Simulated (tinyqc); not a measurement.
Raising D: domain walls in a thin film with perpendicular anisotropy: Bloch, Neel and chiral walls, motion and stripe domains. Computed by tinyqc, a small Python program. Command: `OMP_NUM_THREADS=1 python tinyqc.py 3000859 3000860 out.jsonl mwall walk`. One thread of a shared host (Intel(R) Xeon(R) Processor @ 2.30GHz), about 0.01 s of CPU time with the checks.

One-dimensional wall: polar angle theta(x), azimuth phi of the moment in the wall (phi = 0 Neel, 90 degrees Bloch). mu_0 = 1.25663706212e-6 T m/A, gamma = 1.76085963023e11 rad/(s T).

Inputs (values chosen for the exercise, for a model film):
```
quantity                      value    unit
saturation magnetisation M_s   1300    kA/m
exchange stiffness A             22    pJ/m
uniaxial anisotropy K_u        1270  kJ/m^3
DMI constant D                0.044  mJ/m^2
thickness t                    0.76      nm
```

Method. K_eff = K_u - mu_0 M_s^2/2; Delta = sqrt(A/K_eff); sigma_0 = 4 sqrt(A K_eff); profile theta = 2 arctan exp(x/Delta); quality factor Q = 2 K_u/(mu_0 M_s^2). sigma(phi) = sigma_0 + 2 Delta K_D cos^2(phi) - pi D cos(phi), with the wall shape anisotropy K_D = N_x mu_0 M_s^2/2, N_x = t ln 2/(pi Delta). The minimum has cos(phi) = D/D_N for D < D_N = 4 Delta K_D/pi and phi = 0 beyond; sigma turns negative at D_c = (sigma_0 + 2 Delta K_D)/pi.

D_N = 0.226707 mJ/m^2

D_c = 2.83794 mJ/m^2

width parameter Delta = 10.2809 nm

sigma_0 = 8.55955 mJ/m^2

Wall against D; the last column is the Kaplan-Gehring width, log10[0.955 t exp(pi sigma/(mu_0 M_s^2 t))/nm], with a dash where it falls below 10 Delta and the formula fails:
```
D (mJ/m^2)  phi (degrees)  sigma (mJ/m^2)  sigma/sigma_0  log10 domain width
0.045              78.551          8.5455        0.99836              7.0846
0.110              60.974          8.4757        0.99021              7.0256
0.180              37.441          8.3351        0.97377              6.9067
0.570               0.000          7.1250        0.83240              5.8837
1.100               0.000          5.4599        0.63787              4.4762
1.700               0.000          3.5750        0.41766              2.8828
2.300               0.000          1.6900        0.19744                   -
2.600               0.000          0.7475        0.08733                   -
```

D_N is 8 % of D_c, so a small D fixes the chirality long before it lowers the energy much. Beyond D_N sigma falls by pi per unit of D, and the domain width, which has sigma in an exponent, drops by 4.2 decades over the valid rows (values above 6 mean a single domain in any device).

Extremes, crossings and ranges named in words are read from the listed rows.
